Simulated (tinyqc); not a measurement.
# Resistance of a source-drain extension with a graded tip, step by step

Numbers from tinyqc (`OMP_NUM_THREADS=1 python tinyqc.py 2282066 2282067 out.jsonl`; about 0.03 s on one thread of a shared Intel Xeon 2.30GHz). Printed values are rounded.

y runs along the channel, the gate covers y > 0. The doping is N0 for y < y0 and N0 10^(-(y - y0)/la) beyond, uniform over the depth xj. Sheet conductance s(y) = q mu(N) max(N - Nch, 0) xj + (for y > 0) ma Cox Vo, with mu(N) = u0 + (u1 - u0)/(1 + (N/Nr)^au) and Cox = eps0 eox/tox. Current is taken as one-dimensional; depletion of the tip, spreading and the contact are left out. The metallurgical junction lies at yj, where N = Nch.

Values chosen for this exercise; mobility law close to that of electrons in silicon:
- eox = 9.09 (relative permittivity of the gate insulator (close to aluminium oxide))
- tox = 2.8 nm (insulator thickness)
- N0 = 2.6e20 cm^-3 (active doping of the extension far from the gate)
- la = 6 nm/decade (lateral abruptness)
- y0 = 4.7 nm (position under the gate where the fall begins (gate edge at 0))
- xj = 27 nm (depth of the extension)
- Nch = 8.5e17 cm^-3 (channel doping)
- Vo = 0.66 V (gate overdrive)
- ma = 110 cm^2/(V s) (mobility of the gate-induced layer)
- u1 = 1414 cm^2/(V s) (mobility at low doping)
- u0 = 68.5 cm^2/(V s) (mobility at high doping)
- Nr = 9.2e16 cm^-3 (reference doping)
- au = 0.711 (exponent)
- Lg = 60 nm (gate length)

Constants: q = 1.602176634e-19 C, eps0 = 8.8541878128e-14 F/cm where lengths are in cm. Results are converted to the units shown.

## Sheet resistances and junction position

yj = y0 + la log10(N0/Nch); sheet resistance of the full extension 1/[q mu(N0)(N0 - Nch) xj] and of the gate-induced layer 1/(ma Cox Vo); metallurgical length Lg - 2 yj; ye is where the doped and the gate-induced conductances are equal.

yj = 19.61333 nm
sheet resistance of the extension = 121.8342 ohm/square
sheet resistance of the induced layer = 4791.912 ohm/square
metallurgical length = 20.77335 nm
ye = 15.60603 nm
N at ye = 3.956412e18 cm^-3

The gate takes over 4.01 nm before the junction, where N is still 4.65 times the channel doping.

## Resistance of the overlapped part

Midpoint rule on 8 equal steps from 0 to yj: R_ov = sum h/s(y), per width.

```
point,y (nm),N (cm^-3),doped conductance (uS),sheet resistance (ohm/square)
0,1.225833,2.6e20,8207.877,118.8134
1,3.677499,2.6e20,8207.877,118.8134
2,6.129165,1.502378e20,4876.049,196.6671
3,8.580830,5.863653e19,2050.012,442.7332
4,11.03250,2.288534e19,901.9408,900.3932
5,13.48416,8.931951e18,414.5259,1604.593
6,15.93583,3.486064e18,185.7533,2535.251
7,18.38749,1.360581e18,53.28227,3817.271
```

R_ov = 23.866 ohm um

The exact integral is 24.088 ohm um; the coarse sum is 0.92 % below it.
